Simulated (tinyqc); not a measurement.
Resistance of a source-drain extension with a graded tip: one step of the calculation.

y runs along the channel, the gate covers y > 0. The doping is N0 for y < y0 and N0 10^(-(y - y0)/la) beyond, uniform over the depth xj. Sheet conductance s(y) = q mu(N) max(N - Nch, 0) xj + (for y > 0) ma Cox Vo, with mu(N) = u0 + (u1 - u0)/(1 + (N/Nr)^au) and Cox = eps0 eox/tox. Current is taken as one-dimensional; depletion of the tip, spreading and the contact are left out. The metallurgical junction lies at yj, where N = Nch.

Question. Resistance of the overlapped part. Midpoint rule on 12 equal steps from 0 to yj: R_ov = sum h/s(y), per width.

Inputs (values chosen for the exercise); mobility law close to that of holes in silicon: relative permittivity of the gate insulator (close to silicon dioxide) eox = 3.9; insulator thickness tox = 1.6 nm; active doping of the extension far from the gate N0 = 2.1e20 cm^-3; lateral abruptness la = 2.6 nm/decade; position under the gate where the fall begins (gate edge at 0) y0 = -0.3 nm; depth of the extension xj = 25 nm; channel doping Nch = 1.6e18 cm^-3; gate overdrive Vo = 0.84 V; mobility of the gate-induced layer ma = 76 cm^2/(V s); mobility at low doping u1 = 470.5 cm^2/(V s); mobility at high doping u0 = 44.9 cm^2/(V s); reference doping Nr = 2.23e17 cm^-3; exponent au = 0.719.

Constants: q = 1.602176634e-19 C, eps0 = 8.8541878128e-14 F/cm where lengths are in cm. Results are converted to the units shown.

Give: y; N; doped conductance; sheet resistance; R_ov.

Answer.

```
point  y (nm)  N (cm^-3)  doped conductance (uS)  sheet resistance (ohm/square)
0      0.2170   1.329e20                    2585                          367.3
1      0.6509   9.047e19                    1797                          516.7
2       1.085   6.160e19                    1256                          717.6
3       1.519   4.195e19                   881.3                          981.3
4       1.953   2.856e19                   621.1                           1318
5       2.387   1.945e19                   438.7                           1735
6       2.820   1.324e19                   309.4                           2236
7       3.254   9.019e18                   216.1                           2826
8       3.688   6.141e18                   147.0                           3511
9       4.122   4.182e18                   94.12                           4312
10      4.556   2.847e18                   51.80                           5275
11      4.990   1.939e18                   16.17                           6496
```

R_ov = 13.14 ohm um

Computed by the program tinyqc: `OMP_NUM_THREADS=1 python tinyqc.py 2282199 2282200 out.jsonl`, one thread of a shared Intel Xeon 2.30GHz, about 0.03 s for the whole run.
